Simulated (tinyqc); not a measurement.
Punch-through p+-n junction, ionisation integral and breakdown: one step of the calculation.

A p+ layer at x < 0 and an n drift layer from x = 0 to L on an n+ substrate. Depletion approximation, built-in voltage neglected. Local ionisation coefficients alpha_n = an exp(-(bn/E)^mx), alpha_p = ap exp(-(bp/E)^mx). Electrons move towards +x, holes towards x = 0.

Question. Field and ionisation coefficients on a grid. W = sqrt(2 eps0 eps_r V/(q N)), peak field E0 = q N W/(eps0 eps_r), falling linearly to 0 at W; if W > L the layer is punched through: W = L, E0 = V/L + q N L/(2 eps0 eps_r), falling linearly to E1 = V/L - q N L/(2 eps0 eps_r). Grid: 11 equal steps from 0 to fr W.

Inputs (values chosen for the exercise); material values close to those of germanium: relative permittivity eps_r = 16; prefactor of the electron ionisation coefficient an = 1.46e7 1/cm; field constant for electrons bn = 1.46e6 V/cm; prefactor of the hole ionisation coefficient ap = 1.05e7 1/cm; field constant for holes bp = 1.31e6 V/cm; exponent mx = 1; donor density of the drift layer N = 2.7e14 cm^-3; thickness of the drift layer L = 20 um; reverse voltage V = 197 V; share of the depleted width that the grid covers fr = 1.

Constants: q = 1.602176634e-19 C, eps0 = 8.8541878128e-14 F/cm where lengths are in cm. Results are converted to the units shown.

Wanted: W; x; E; alpha_n; alpha_p.

Answer.

W = 20.00 um
x, point 0 to 11 (um): [0.00, 1.82, 3.64, 5.45, 7.27, 9.09, 10.91, 12.73, 14.55, 16.36, 18.18, 20.00]
E, point 0 to 11 (kV/cm): [129.0, 123.5, 117.9, 112.4, 106.8, 101.3, 95.72, 90.17, 84.62, 79.07, 73.52, 67.96]
alpha_n, point 0 to 11 (1/cm): [178.0, 107.0, 61.34, 33.28, 16.94, 8.008, 3.471, 1.357, 0.4691, 0.1397, 0.03463, 0.006838]
alpha_p, point 0 to 11 (1/cm): [409.4, 259.4, 157.4, 90.92, 49.61, 25.33, 11.96, 5.151, 1.986, 0.6696, 0.1916, 0.04470]

Numbers from tinyqc (`OMP_NUM_THREADS=1 python tinyqc.py 2120120 2120121 out.jsonl`; about 0.1 s on one thread of a shared Intel Xeon 2.30GHz).
